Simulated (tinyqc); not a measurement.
Inside a calculation. Method: RHF in the sto-3g basis, for H2, spin multiplicity 1. One step of it, computed by the program tinyqc.

Problem. Iteration 2 (converged): orbitals. Diagonalise F' = X^T F X, C = X C', fill 1 alpha and 1 beta electrons from the bottom; D = 2 C_occ C_occ^T. Each column has its largest component positive (the first on a tie).

Fock matrix F (hartree), order 1H 1s, 2H 1s:
```
[[-0.242481, -0.471954],
 [-0.471954, -0.242481]]
```

X, order 1H 1s, 2H 1s:
```
[[0.988476, 0.579620],
 [-0.988476, 0.579620]]
```

Give: F' = X^T F X; orbital energies; coefficients C; D after iteration 2.

Solution.

F' = X^T F X (hartree):
```
[[0.448, 0.000],
 [0.000, -0.480]]
```

orbital energies (hartree): [-0.480, 0.448]

coefficients C, order 1H 1s, 2H 1s:
```
[[0.580, 0.988],
 [0.580, -0.988]]
```

D after iteration 2, order 1H 1s, 2H 1s:
```
[[0.672, 0.672],
 [0.672, 0.672]]
```
